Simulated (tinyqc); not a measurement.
Inside a calculation. Model: one-diode model of a solar cell.

tinyqc, about 0.01 s, one thread, Intel Xeon 2.30GHz (shared host): `OMP_NUM_THREADS=1 python tinyqc.py 2280109 2280110 out.jsonl` Printed values are rounded.

J is the current delivered and Vj = V + J Rs the junction voltage. J = X JL - J01 (exp(Vj/(n1 Vt)) - 1) - Vj/Rp. The photocurrent does not depend on voltage.

Parameters, values chosen for the exercise; values of the order met in cells of silicon:
- T = 298.15 K (temperature)
- JL = 41 mA/cm^2 (photocurrent at one sun)
- X = 50 suns (concentration)
- J01 = 1.2e-10 A/cm^2 (saturation current of the diode)
- n1 = 1.21 (ideality factor of the diode)
- Rs = 0.021 ohm cm^2 (series resistance)
- Rp = 500 ohm cm^2 (shunt resistance)
- Pin = 100 mW/cm^2 (incident power at one sun)

Constants: q = 1.602176634e-19 C, kB = 1.380649e-23 J/K, Vt = kB T/q. Results are converted to the units shown.

## Starting value

Vj = 0.66 V.

Vj at the start = 0.66 V

## Iteration 1: new Vj

Open circuit: J(Vj) = 0. G = -dJ/dVj = J01 exp(Vj/(n1 Vt))/(n1 Vt) + 1/Rp. Vj(new) = Vj + J/G.

J = 1849.49 mA/cm^2
G = 6.40935 S/cm^2
Vj after iteration 1 = 0.948561 V

## Iteration 2: new Vj

As before.

J = -2.13798e6 mA/cm^2
G = 68837.8 S/cm^2
Vj after iteration 2 = 0.917503 V

## Course of the iteration

Stop when the step is below 1e-10 V, or after 80 iterations.

Course of the iteration:
```
iteration  Vj before the step (V)   step (V)
1                            0.66      0.289
2                        0.948561    -0.0311
3                        0.917503    -0.0310
4                        0.886495    -0.0309
5                        0.855627    -0.0305
6                        0.825130    -0.0295
7                        0.795619    -0.0270
8                        0.768607    -0.0214
9                        0.747236    -0.0118
10                       0.735472   -2.88e-3
11                       0.732596   -1.41e-4
12                       0.732454   -3.23e-7
13                       0.732454  -1.68e-12
```

Converged in 13 iterations.

## Figures of merit

Jsc at V = 0, Voc at J = 0, the maximum power point where J (1 + 2 Rs G) = G Vj with G = -dJ/dVj; FF = Vmp Jmp/(Voc Jsc); efficiency Vmp Jmp/(X Pin). Empirical fill factor without parasitics FF0 = (v - ln(v + 0.72))/(v + 1), v = Voc/(n1 Vt).

Jsc = 2049.91 mA/cm^2
Voc = 0.732454 V
Vmp = 0.600154 V
Jmp = 1940.92 mA/cm^2
FF = 0.775806
efficiency = 23.2970 %
FF0 = 0.829415

FF is 6.5 % below FF0. Removing one loss at a time changes the efficiency by: series resistance +1.59, shunt +0.01 points.
